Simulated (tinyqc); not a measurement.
Pariser-Parr-Pople SCF with singles CI, for the molecule C1=CC2=CC=CC2=C1 (SMILES; centres numbered as the heavy atoms are written), step by step. Computed by tinyqc, a small Python program that keeps every step. Settings: charge = 0, gamma = Ohno, start = huckel, damping = 0, iteration cap = 77, excitations kept = 4. Command: `OMP_NUM_THREADS=1 python tinyqc.py 27192 27193 out.jsonl` (the two numbers bound the seeds that draw the settings). One thread of a shared host (Intel(R) Xeon(R) Processor @ 2.60GHz), about 0.02 s of CPU time with the checks. Later iterations appear only in the table of the cycle.

## PPP integrals

Centres (angstrom, eV; a flat drawing with bonds scaled to 1.40 angstrom):

| centre | x | y | core charge z | W | gamma_rr |
|---|---|---|---|---|---|
| 1C | 2.154000 | 0.000000 | 1 | 11.160000 | 11.130000 |
| 2C | 1.331000 | 1.133000 | 1 | 11.160000 | 11.130000 |
| 3C | 0.000000 | 0.700000 | 1 | 11.160000 | 11.130000 |
| 4C | -1.331000 | 1.133000 | 1 | 11.160000 | 11.130000 |
| 5C | -2.154000 | 0.000000 | 1 | 11.160000 | 11.130000 |
| 6C | -1.331000 | -1.133000 | 1 | 11.160000 | 11.130000 |
| 7C | 0.000000 | -0.700000 | 1 | 11.160000 | 11.130000 |
| 8C | 1.331000 | -1.133000 | 1 | 11.160000 | 11.130000 |

Resonance integrals (eV):

| i | j | beta |
|---|---|---|
| 1 | 2 | -2.390000 |
| 2 | 3 | -2.390000 |
| 3 | 4 | -2.390000 |
| 4 | 5 | -2.390000 |
| 5 | 6 | -2.390000 |
| 6 | 7 | -2.390000 |
| 7 | 8 | -2.390000 |
| 8 | 1 | -2.390000 |
| 7 | 3 | -2.390000 |

Ohno: gamma = 14.399645/sqrt(R^2 + a^2), a = 2 x 14.399645/(gamma_rr + gamma_ss); H_rr = -W_r - sum_(s != r) z_s gamma_rs; H_rs = beta for bonds.

repulsion gamma_rs (eV), lower triangle:
```
           1C         2C         3C         4C         5C         6C         7C         8C
1C  11.130000
2C   7.552804  11.130000
3C   5.520570   7.554850  11.130000
4C   3.705303   4.865167   7.554850  11.130000
5C   3.201289   3.705303   5.520570   7.552804  11.130000
6C   3.705303   3.863003   5.519866   5.518526   7.552804  11.130000
7C   5.520570   5.519866   7.553862   5.519866   5.520570   7.554850  11.130000
8C   7.552804   5.518526   5.519866   3.863003   3.705303   4.865167   7.554850  11.130000
```

core matrix H (eV), lower triangle:
```
            1C          2C          3C          4C          5C          6C          7C          8C
1C  -47.918643
2C   -2.390000  -49.739519
3C    0.000000   -2.390000  -55.904433
4C    0.000000    0.000000   -2.390000  -49.739519
5C    0.000000    0.000000    0.000000   -2.390000  -47.918643
6C    0.000000    0.000000    0.000000    0.000000   -2.390000  -49.739519
7C    0.000000    0.000000   -2.390000    0.000000    0.000000   -2.390000  -55.904433
8C   -2.390000    0.000000    0.000000    0.000000    0.000000    0.000000   -2.390000  -49.739519
```

## Starting guess

pi electrons, sum of z_r less the charge = 8

Orbitals of the Hueckel matrix of the beta values.

P at the start, lower triangle:
```
           1C         2C         3C         4C         5C        6C        7C        8C
1C   1.173210
2C   0.649887   0.814617
3C  -0.210643   0.524345   1.197556
4C  -0.057220   0.314617   0.524345   0.814617
5C   0.173210  -0.057220  -0.210643   0.649887   1.173210
6C  -0.057220  -0.352050  -0.142321   0.147950   0.649887  0.814617
7C  -0.210643  -0.142321   0.530889  -0.142321  -0.210643  0.524345  1.197556
8C   0.649887   0.147950  -0.142321  -0.352050  -0.057220  0.314617  0.524345  0.814617
```

## Iteration 1: Fock matrix

F_rr = H_rr + P_rr gamma_rr / 2 + sum_(s != r) P_ss gamma_rs; F_rs = H_rs - P_rs gamma_rs / 2; E = tr P (H + F) / 2 + core repulsion sum_(r<s) z_r z_s gamma_rs.

F (eV), lower triangle:
```
           1C         2C         3C         4C         5C         6C         7C         8C
1C  -6.069472
2C  -4.844236  -4.734746
3C   0.581436  -4.370676  -5.938515
4C   0.106008  -0.765332  -4.370676  -4.734746
5C  -0.277248   0.106008   0.581436  -4.844236  -6.069472
6C   0.106008   0.679985   0.392797  -0.408233  -4.844236  -4.734746
7C   0.581436   0.392797  -4.395132   0.392797   0.581436  -4.370676  -5.938515
8C  -4.844236  -0.408233   0.392797   0.679985   0.106008  -0.765332  -4.370676  -4.734746
```

pi energy = -105.943569 eV

## Iteration 1: orbitals and new P

Diagonalise F (the basis is taken as orthonormal) and form P = 2 sum c c over the lowest orbitals.

orbital energies (eV): -15.149285  -12.435258  -10.718150  -9.618963  -2.881196  1.585402  2.859554  3.402938

P after iteration 1, lower triangle:
```
           1C         2C         3C         4C         5C        6C        7C        8C
1C   1.192195
2C   0.651827   0.794527
3C  -0.209597   0.524811   1.218750
4C  -0.054309   0.320724   0.524811   0.794527
5C   0.139802  -0.054309  -0.209597   0.651827   1.192195
6C  -0.054309  -0.328997  -0.149849   0.144806   0.651827  0.794527
7C  -0.209597  -0.149849   0.518192  -0.149849  -0.209597  0.524811  1.218750
8C   0.651827   0.144806  -0.149849  -0.328997  -0.054309  0.320724  0.524811  0.794527
```

## Iteration 2: Fock matrix

As before.

F (eV), lower triangle:
```
           1C         2C         3C         4C         5C         6C         7C         8C
1C  -6.121378
2C  -4.851559  -4.641912
3C   0.578547  -4.372435  -5.976187
4C   0.100616  -0.780188  -4.372435  -4.641912
5C  -0.223773   0.100616   0.578547  -4.851559  -6.121378
6C   0.100616   0.635458   0.413575  -0.399559  -4.851559  -4.641912
7C   0.578547   0.413575  -4.347176   0.413575   0.578547  -4.372435  -5.976187
8C  -4.851559  -0.399559   0.413575   0.635458   0.100616  -0.780188  -4.372435  -4.641912
```

pi energy = -105.984724 eV

## Iteration 2: orbitals and new P

As before.

orbital energies (eV): -15.117172  -12.418462  -10.705372  -9.620059  -2.826707  1.624117  2.882518  3.418362

P after iteration 2, lower triangle:
```
           1C         2C         3C         4C         5C        6C        7C        8C
1C   1.201436
2C   0.651803   0.785725
3C  -0.208640   0.525620   1.227115
4C  -0.053506   0.321361   0.525620   0.785725
5C   0.130163  -0.053506  -0.208640   0.651803   1.201436
6C  -0.053506  -0.321271  -0.152106   0.143093   0.651803  0.785725
7C  -0.208640  -0.152106   0.512379  -0.152106  -0.208640  0.525620  1.227115
8C   0.651803   0.143093  -0.152106  -0.321271  -0.053506  0.321361  0.525620  0.785725
```

## Convergence

Stop when output and input P, before any damping, agree to 1e-7.

Course of the cycle:

| iteration | E (eV) | largest \|P(out) - P(in)\| |
|---|---|---|
| 1 | -105.94356853 | 3.34e-02 |
| 2 | -105.98472399 | 9.64e-03 |
| 3 | -105.99058353 | 4.39e-03 |
| 4 | -105.99158526 | 2.06e-03 |
| 5 | -105.99177983 | 9.63e-04 |
| 6 | -105.99182084 | 4.51e-04 |
| 7 | -105.99182994 | 2.13e-04 |
| 8 | -105.99183204 | 1.01e-04 |
| 9 | -105.99183253 | 4.88e-05 |
| 10 | -105.99183264 | 2.44e-05 |
| 11 | -105.99183267 | 1.22e-05 |
| 12 | -105.99183268 | 6.08e-06 |
| 13 | -105.99183268 | 3.02e-06 |
| 14 | -105.99183268 | 1.50e-06 |
| 15 | -105.99183268 | 7.43e-07 |
| 16 | -105.99183268 | 3.68e-07 |
| 17 | -105.99183268 | 1.82e-07 |
| 18 | -105.99183268 | 8.99e-08 |

Converged in 18 iterations.

## Converged orbitals

Charges are z - P_rr.

orbital energies (eV): -15.099950  -12.403155  -10.702548  -9.616231  -2.791175  1.640735  2.899049  3.422730

coefficients:
```
         MO1        MO2        MO3        MO4        MO5        MO6        MO7        MO8
1C  0.287780   0.520392   0.000000   0.501224   0.000000   0.478740   0.407378   0.000000
2C  0.320114   0.338520   0.398994   0.114251   0.500000  -0.367973  -0.366706  -0.301337
3C  0.460691   0.000000   0.426155  -0.471877   0.000000   0.000000   0.255140   0.564262
4C  0.320114  -0.338520   0.398994   0.114251  -0.500000   0.367973  -0.366706  -0.301337
5C  0.287780  -0.520392   0.000000   0.501224   0.000000  -0.478740   0.407378   0.000000
6C  0.320114  -0.338520  -0.398994   0.114251   0.500000   0.367973  -0.366706   0.301337
7C  0.460691   0.000000  -0.426155  -0.471877   0.000000   0.000000   0.255140  -0.564262
8C  0.320114   0.338520  -0.398994   0.114251  -0.500000  -0.367973  -0.366706   0.301337
```

pi charges: 1C -0.209703, 2C 0.221363, 3C -0.233023, 4C 0.221363, 5C -0.209703, 6C 0.221363, 7C -0.233023, 8C 0.221363

## Singles CI, singlets

Over the 4 single excitations with the smallest orbital gaps: A = (e_a - e_i) delta + 2 (ia|jb) - (ij|ab), with (pq|rs) = sum c_mp c_mq gamma_mn c_nr c_ns. f = 2/3 w |mu|^2 in atomic units, mu = sqrt2 sum c_ia sum_m c_mi c_ma R_m.

singlet CI matrix (eV), lower triangle:
```
          4>5       3>5       2>5       4>6
4>5  0.874498
3>5  0.000000  4.018809
2>5  0.000000  0.000000  5.170918
4>6  0.000000  0.862735  0.000000  6.373926
```

singlet excitation energies (eV): 0.874498  3.736588  5.170918  6.656147

oscillator strengths: 0.000000  0.375341  0.532406  1.409239

## Singles CI, triplets

Over the 4 single excitations with the smallest orbital gaps: A = (e_a - e_i) delta - (ij|ab), with (pq|rs) = sum c_mp c_mq gamma_mn c_nr c_ns.

triplet CI matrix (eV), lower triangle:
```
          4>5        3>5       2>5       4>6
4>5  0.754164
3>5  0.000000   1.497031
2>5  0.000000   0.000000  3.655127
4>6  0.000000  -0.079287  0.000000  5.056851
```

triplet excitation energies (eV): 0.754164  1.495266  3.655127  5.058616
